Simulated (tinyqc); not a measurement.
Inside a calculation. Model: single-junction solar cell, detailed-balance limit.

Computed by the program tinyqc: `OMP_NUM_THREADS=1 python tinyqc.py 2820004 2820005 out.jsonl`, one thread of a shared Intel Xeon 2.30GHz, about 0.01 s for the whole run. Printed values are rounded.

Every photon above the gap Eg makes one pair and none below is absorbed; carriers thermalise at T and move without loss. Jsc = q fs X Phi(Eg, Ts); the dark current is J0 = q ge Phi(Eg, T)/ERE with the Boltzmann factor exp(V/Vt). The efficiency is the electrical power over fs X sigma Ts^4.

Parameters, values chosen for the exercise: cell temperature T = 298 K; temperature of the black-body sun Ts = 5778 K; share of the hemisphere filled by the sun fs = 2.16e-5; concentration X = 100; external radiative efficiency ERE = 0.001; number of faces that emit ge = 1; band gap Eg = 1.65 eV.

Constants: q = 1.602176634e-19 C, kB = 1.380649e-23 J/K, h = 6.62607015e-34 J s, c = 299792458 m/s, Vt = kB T/q. Results are converted to the units shown.

## Photon flux of the source, term by term

Photon flux above E from a black body at temperature T into a hemisphere: Phi(E, T) = A sum_k exp(-k E/th)[E^2 th/k + 2 E th^2/k^2 + 2 th^3/k^3], k = 1, 2, ..., with th = kB T/q in eV and A = 2 pi q^3/(h^3 c^2). The first six terms at E = Eg, T = Ts are listed; the flux takes all.

th = 0.4979095 eV
A = 9.883290e22 cm^-2 s^-1 eV^-3
terms k = 1..6 (eV^3): [0.08804920, 0.001208294, 2.656391e-5, 6.896159e-7, 1.947640e-8, 5.786947e-10]
Phi(Eg, Ts) = 8.824272e21 cm^-2 s^-1

The first term, the Boltzmann limit, holds 98.6 % of the flux.

## Photocurrent, dark current and incident power

Photon flux above E from a black body at temperature T into a hemisphere: Phi(E, T) = A sum_k exp(-k E/th)[E^2 th/k + 2 E th^2/k^2 + 2 th^3/k^3], k = 1, 2, ..., with th = kB T/q in eV and A = 2 pi q^3/(h^3 c^2). Jsc = q fs X Phi(Eg, Ts), J0 = q ge Phi(Eg, T)/ERE. Pin = fs X sigma Ts^4, sigma = 2 pi^5 kB^4/(15 h^3 c^2).

Jsc = 3053.817 mA/cm^2
J0 = 1.421913e-19 mA/cm^2
Pin = 13651.35 mW/cm^2

## Iteration 1: maximum power point by substitution

v at the start = 0

v = Vmp/Vt solves (1 + v) exp(v) = 1 + Jsc/J0; v(new) = ln[(1 + Jsc/J0)/(1 + v)].

v after iteration 1 = 51.42126

## Iteration 2: maximum power point by substitution

As before.

v after iteration 2 = 47.46195

## Course of the iteration: maximum power point by substitution

Stop when v changes by less than 1e-10, or after 40 iterations.

Course of the iteration:
```
iteration,v,|change|
1,51.42126,51.4
2,47.46195,3.96
3,47.54048,0.0785
4,47.53886,1.62e-3
5,47.53890,3.34e-5
6,47.53890,6.87e-7
7,47.53890,1.42e-8
8,47.53890,2.92e-10
9,47.53890,6.01e-12
```

Converged in 9 iterations. At the end each change is about 0.021 times the one before, with alternating sign: linear convergence.

## Voltages, fill factor and efficiency

v = 47.53890

Voc = Vt ln(1 + Jsc/J0), Vmp = v Vt, Jmp = Jsc - J0 (exp(v) - 1), FF = Vmp Jmp/(Voc Jsc), efficiency Vmp Jmp/Pin.

Voc = 1.320480 V
Eg/q - Voc = 0.3295198 V
Vmp = 1.220782 V
Jmp = 2990.902 mA/cm^2
FF = 0.9054523
efficiency = 26.74637 %

Of the voltage deficit, Vt ln(1/ERE) = 177 mV is due to non-radiative recombination.
